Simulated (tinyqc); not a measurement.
# Capacitances from a Coulomb diamond

Inverse problem. A single-electron transistor has the bias V on its left lead and the right lead at 0 V. Its diamonds repeat every q/Cg in gate voltage, close at |V| = q/Cs with Cs = CL + CR + Cg, and have edges of slope dV/dVg = -Cg/CL and Cg/(Cs - CL). Find Cg, Cs, CL and CR.

Constants: q = 1.602176634e-19 C. Results are converted to the units shown.

gate period = 14.565242 mV
bias at the tip of the diamond = 1.4054181 mV
slope dV/dVg of the rising edge = 0.12643678

Answer. The period gives Cg, the tip Cs, and the rising edge Cs - CL = CR + Cg.

Cg = 11.0 aF
Cs = 114 aF
CL = 27.0 aF
CR = 76.0 aF

Numbers from tinyqc (`OMP_NUM_THREADS=1 python tinyqc.py 2780110 2780111 out.jsonl`; about 0.01 s on one thread of a shared Intel Xeon 2.30GHz).
